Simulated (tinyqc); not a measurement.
p-n diode with diffusion and depletion-layer recombination: one step of the calculation.

Abrupt junction in the depletion approximation, low injection, full ionisation, neutral widths fixed, ohmic contact on the p side. Vj is the junction voltage; where a series resistance Rs is given, V = Vj + J Rs is the terminal voltage.

Problem. Diffusion lengths and saturation currents. ni = sqrt(Nc Nv) exp(-Eg/(2 Vt)), Eg in volts; D = mu Vt; Ln = sqrt(Dn tn), Lp = sqrt(Dp tp); J0n = q ni^2 Dn coth(wp/Ln)/(Ln Na); J0p = (q ni^2 Dp/(Lp Nd)) (s + tanh(wn/Lp))/(1 + s tanh(wn/Lp)), s = Sp Lp/Dp.

Values chosen for this exercise; band and dielectric values close to those of silicon: temperature T = 273 K; band gap Eg = 1.13 eV; conduction-band density of states at T Nc = 2.46e19 cm^-3; valence-band density of states at T Nv = 2.27e19 cm^-3; acceptor density Na = 1.4e17 cm^-3; donor density Nd = 5.5e17 cm^-3; electron mobility in the p side mun = 710 cm^2/(V s); hole mobility in the n side mup = 170 cm^2/(V s); electron lifetime tn = 8e-6 s; hole lifetime tp = 4e-9 s; neutral width of the p side wp = 0.45 um; neutral width of the n side wn = 73 um; recombination velocity at the n contact Sp = 700 cm/s.

Constants: q = 1.602176634e-19 C, kB = 1.380649e-23 J/K, Vt = kB T/q. Results are converted to the units shown.

Wanted: ni; Ln; Lp; J0n; J0p.

Solution.

ni = 8.7734e8 cm^-3
Ln = 115.60 um
Lp = 1.2648 um
J0n = 3.2697e-13 A/cm^2
J0p = 7.0901e-15 A/cm^2

wp/Ln = 0.0039 and wn/Lp = 58; electrons carry 97.9 % of the diffusion current.

Program tinyqc, `OMP_NUM_THREADS=1 python tinyqc.py 2260018 2260019 out.jsonl`; Intel Xeon 2.30GHz, shared host, one thread, about 0.01 s.
